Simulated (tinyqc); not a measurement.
# Which input was changed?

Model: hot carriers by balance equations with a heated Maxwellian. Computed by tinyqc, a small Python program. Command: `OMP_NUM_THREADS=1 python tinyqc.py 3013029 3013030 out.jsonl hot which`. One thread of a shared host (Intel(R) Xeon(R) Processor @ 2.30GHz), about 0.1 s of CPU time with the checks.

The carriers follow a Maxwellian at an electron temperature T_e, slightly displaced; the drift energy is neglected against k_B T_e. The balance averages the rate, not the time, so mu_0 lies below the relaxation-time value.

Inputs (values chosen for the exercise, modelled on electrons in diamond):
```
quantity                                          value       unit
effective mass m                                  0.482        m_0
density rho                                        3515     kg/m^3
sound velocity v_l                                18500        m/s
acoustic deformation potential D_A                  7.9         eV
phonon energy hbar w                                138        meV
optical or intervalley deformation potential D_o    7.9  1e8 eV/cm
final valleys Z_f                                     5          -
lattice temperature T                               250          K
electric field F                                     11      kV/cm
mixing                                              0.4          -
iteration cap                                       300          -
```

Band: parabolic. Solver: damped fixed point.

Constants: k_B = 8.617333262e-05 eV/K; k_B = 1.380649e-23 J/K; e = 1.602176634e-19 C; hbar = 1.054571817e-34 J s; m_0 = 9.1093837015e-31 kg; hbar = 6.582119569e-16 eV s.

Method:
- Parabolic band: E = hbar^2 k^2/(2 m), speed v = hbar k/m, states per spin, volume and energy g(E) = m k/(2 pi^2 hbar^2). Masses are multiplied by m_0 and all formulas are in SI units.
- Phonon occupation N_q = 1/(exp(hbar w/(k_B T)) - 1).
- Acoustic deformation potential (elastic, equipartition, absorption and emission together): 1/tau = 2 pi k_B T D_A^2 g(E)/(hbar rho v_l^2).
- Optical or intervalley deformation potential: 1/tau = (pi Z_f D_o^2/(rho w)) [N_q g(E + hbar w) + (N_q + 1) g(E - hbar w)], with g = 0 below the band edge.
- Averages over the Maxwellian, <y> = int y x^(1/2) exp(-x) dx / int x^(1/2) exp(-x) dx with x = E/(k_B T_e), split at x_0 = hbar w/(k_B T_e): 64 Gauss-Legendre points in sqrt(x) below it and 128 in sqrt(x - x_0) above it, up to x = 32. Momentum balance: mu(T_e) = e/(m nu), nu = <x (sum of rates)>/<x>. Power lost per carrier: P(T_e) = hbar w <emission rate - absorption rate> + <(2 m v_l^2/(k_B T)) (E - 2 k_B T) acoustic rate>.
- Energy relaxation time at weak heating: tau_E = (3/2) k_B / (dP/dT_e), the derivative by a central difference of +/- 0.5 K at T_e = T.
- Fixed point: T_out = T + (T_e - T) e mu(T_e) F^2/P(T_e), T_new = T_e + mixing (T_out - T_e).
- Start at T_e = 1.5 T; stop when T_e moves by less than 1e-6 K or exceeds 1e6 K.
- v = mu(T_e) F; warm-carrier coefficient (mu/mu_0 - 1)/F^2.

Task: One of these inputs alone was changed, within the range given: effective mass m (0.241 to 0.964); sound velocity v_l (9250 to 3.7e+04); acoustic deformation potential D_A (3.95 to 15.8); phonon energy hbar w (69 to 276). Which one, and to what value?

Results:
```
run     mobility mu(T_e) (cm^2/(V s))  electron temperature T_e (K)  energy relaxation time tau_E (ps)
before                       1089.771                      646.4460                           2.040559
after                         967.076                      618.9212                           2.040559
```

Result:

Each candidate set to reproduce mobility mu(T_e), and what it then gives:
```
candidate                                 range searched  value needed  electron temperature T_e (K)  energy relaxation time tau_E (ps)
effective mass m (m_0)                    0.241 to 0.964        0.5480                        578.39                             1.6656
sound velocity v_l (m/s)                 9250 to 3.7e+04         13100                        618.92                             2.0406
acoustic deformation potential D_A (eV)     3.95 to 15.8         11.38                        613.31                             1.8858
phonon energy hbar w (meV)                     69 to 276         110.5                        526.33                             0.8116
```

Only sound velocity v_l fits every result: it went from 18500 to 13100 m/s. The next best candidate, acoustic deformation potential D_A, misses one result by 7.6 %.

Caution: the drift energy m v^2/2 is not small against the heating (3/2) k_B (T_e - T), so T_e - T is rough.
